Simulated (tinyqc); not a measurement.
From results back to parameters: k.p values derived from sp3s* tight binding at Gamma. Five cases, with inputs chosen for the exercise.

Problem. The electron mass obeys m0/m = A + Ep/EG, where A gathers the direct term and the higher bands, and Ep = P^2/c with c = hbar^2/2m0, P = (a/4)(sa pc Vsapc + sc pa Vscpa). The mass comes from a hidden Vscpa (s cation, p anion); sa, sc are the anion and cation parts of S+, the upper s level at Gamma, and pa, pc those of P-, the lower p level (P+ is the upper one).

Constants: hbar^2/2m0 = 3.80998211 eV angstrom^2.

Case 1.

Values chosen (out of a larger set: near a published set for InAs, fitted to gaps, whose masses and valley positions are rough; not measured data): a = 6.063 angstrom (lattice constant); Vsapc = 3.049 eV (s anion, p cation).

m = 0.0324294 m0
A = -1.53181
EG = 0.449550 eV

sa, sc, pa, pc: 0.490215  -0.871601  0.896998  -0.442035

Case 2.

Values chosen (out of a larger set: near a published set for GaAs, fitted to gaps, whose masses and valley positions are rough; not measured data): a = 5.655 angstrom (lattice constant); Vsapc = 4.465 eV (s anion, p cation).

m = 0.1207629 m0
A = -1.55587
EG = 1.557815 eV

sa, sc, pa, pc: 0.547064  -0.837091  0.882565  -0.470190

Case 3.

Values chosen (out of a larger set: near a published set for Ge, fitted to gaps, whose masses and valley positions are rough; not measured data): a = 5.653 angstrom (lattice constant); Vsapc = 5.465 eV (s anion, p cation).

m = 0.0676857 m0
A = -1.77606
EG = 0.946000 eV

sa, sc, pa, pc: 0.707107  -0.707107  0.707107  -0.707107

Case 4.

Values chosen (out of a larger set: near a published set for Ge, fitted to gaps, whose masses and valley positions are rough; not measured data): a = 5.663 angstrom (lattice constant); Vsapc = 5.452 eV (s anion, p cation).

m = 0.0604936 m0
A = -1.77999
EG = 0.854000 eV

sa, sc, pa, pc: 0.707107  -0.707107  0.707107  -0.707107

Case 5.

Values chosen (out of a larger set: near a published set for InAs, fitted to gaps, whose masses and valley positions are rough; not measured data): a = 6.056 angstrom (lattice constant); Vsapc = 3.023 eV (s anion, p cation).

m = 0.0303494 m0
A = -1.52154
EG = 0.421247 eV

sa, sc, pa, pc: 0.489082  -0.872238  0.896064  -0.443925

Find: Ep; Vscpa.

Solution. Ep = (m0/m - A) EG gives |P|; both terms of P have the sign of sc pa, and the linear relation gives Vscpa. A is held fixed, though its part from P+ also depends on Vscpa.

Case 1.

Ep = 14.55 eV
Vscpa = 5.44 eV

Case 2.

Ep = 15.32 eV
Vscpa = 5.76 eV

Case 3.

Ep = 15.66 eV
Vscpa = 5.46 eV

Case 4.

Ep = 15.64 eV
Vscpa = 5.45 eV

Case 5.

Ep = 14.52 eV
Vscpa = 5.45 eV

Computed by tinyqc, one run a case: `OMP_NUM_THREADS=1 python tinyqc.py N N+1 out.jsonl` with N = 1450814, 1450823, 1450864, 1450906, 1450915; one thread of a shared Intel(R) Xeon(R) Processor @ 2.30GHz, about 0.01 s a run at most.
